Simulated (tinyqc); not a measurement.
Electron continuity equation in a given potential, Scharfetter-Gummel discretisation: three discretisations compared.

Steady state in one dimension: J = q mu n E + q D dn/dx with E = -dpsi/dx and D = mu Vt, dJ/dx = q (n/tau - G), fixed densities nL and nR at the ends. The potential is given, psi = U x/L - Ub exp(-((x/L - xb)/sb)^2), and is not changed by the electrons.

10 equal intervals. Fluxes J_i = (q D/h)(n_(i+1) P_i - n_i Q_i), d_i = (psi_(i+1) - psi_i)/Vt: Scharfetter-Gummel P = B(d), Q = B(-d), B(d) = d/(exp(d) - 1); central P = 1 - d/2, Q = 1 + d/2; upwind P = 1 + max(-d, 0), Q = 1 + max(d, 0). Balance at each inner node: J_i - J_(i-1) = q h (n_i/tau - G). The reference is Scharfetter-Gummel on 2000 intervals.

Values chosen for this exercise; mobility close to that of silicon at room temperature: temperature T = 300 K; electron mobility mu = 1380 cm^2/(V s); length of the region L = 8.1 um; density at x = 0 nL = 3.4e13 cm^-3; density at x = L nR = 0 cm^-3; lifetime tau = 2.9e-8 s; uniform generation rate G = 6.5e21 cm^-3 s^-1; potential difference psi(L) - psi(0) U = 0.049 V; depth of the dip in psi (a barrier for electrons) Ub = 0.12 V; position of the barrier over L xb = 0.63; width of the barrier over L sb = 0.12.

Constants: q = 1.602176634e-19 C, kB = 1.380649e-23 J/K, Vt = kB T/q. Results are converted to the units shown.

Densities (cm^-3):
```
node	Scharfetter-Gummel	central	upwind	reference
0	3.4000e13	3.4000e13	3.4000e13	3.4000e13
1	4.5022e13	5.1488e13	3.9907e13	4.5424e13
2	5.7343e13	7.1678e13	4.5991e13	5.8231e13
3	7.1150e13	9.5056e13	5.2215e13	7.2629e13
4	7.7746e13	1.0983e14	5.2837e13	7.9684e13
5	2.5389e13	3.4889e13	2.2898e13	2.6107e13
6	1.4224e12	-3.0071e12	4.7490e12	1.4996e12
7	1.2859e12	-1.0236e12	4.3483e12	9.3500e11
8	5.1034e12	-1.8493e12	9.3309e12	4.3425e12
9	4.8125e12	-7.9997e11	8.0191e12	4.4266e12
10	0	0	0	0
```

Largest errors as a share of the largest reference density listed: Scharfetter-Gummel 2.4 %, central 38 %, upwind 34 %. The largest |d| is 2.87. Central differences give 4 negative value(s), since P or Q changes sign once |d| exceeds 2. Upwinding stays positive but acts as if D were larger by the factor 1 + |d|/2, up to 2.43 here.

Computed by the program tinyqc: `OMP_NUM_THREADS=1 python tinyqc.py 2220056 2220057 out.jsonl`, one thread of a shared Intel Xeon 2.30GHz, about 0.01 s for the whole run.
